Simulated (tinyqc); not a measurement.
Resonant-tunnelling diode, transfer matrices and Tsu-Esaki current: one step of the calculation.

Emitter (band edge 0), barrier d1, well Lw, barrier d2, spacer ds, collector (edge -V). The bias drops linearly over these layers and none in the contacts; each layer is cut into ns equal slices, flat at the value of their centres. E is the energy of motion across the layers, C = hbar^2/(2 m0), psi and psi'/m are continuous. Transport is coherent, T(E) is taken as independent of the transverse momentum, and charge in the well is ignored.

Question. Slices under bias. U = edge of the layer - V x/Lt at the centre x of each slice, Lt the summed thickness.

Parameters, values chosen for the exercise; masses and offsets of a made-up heterostructure:

| symbol | value | unit | meaning |
|---|---|---|---|
| mw | 0.26 | m0 | mass in the well, spacer and contacts |
| U1 | 1 | eV | barrier height |
| m1 | 0.49 | m0 | barrier mass |
| d1 | 0.8 | nm | emitter barrier |
| Lw | 1.2 | nm | well width |
| d2 | 0.8 | nm | collector barrier |
| ns | 1 |  | slices in each layer |
| ds | 3.8 | nm | undoped spacer after the collector barrier |
| V | 0.47 | V | bias of the collector |

Find: U; m; width.

Answer.

| slice | U (eV) | m (m0) | width (nm) |
|---|---|---|---|
| 0 | 0.9715 | 0.49 | 0.8000 |
| 1 | -0.0997 | 0.26 | 1.200 |
| 2 | 0.8291 | 0.49 | 0.8000 |
| 3 | -0.3347 | 0.26 | 3.800 |

Computed by the program tinyqc: `OMP_NUM_THREADS=1 python tinyqc.py 2600030 2600031 out.jsonl`, one thread of a shared Intel Xeon 2.30GHz, about 0.04 s for the whole run.
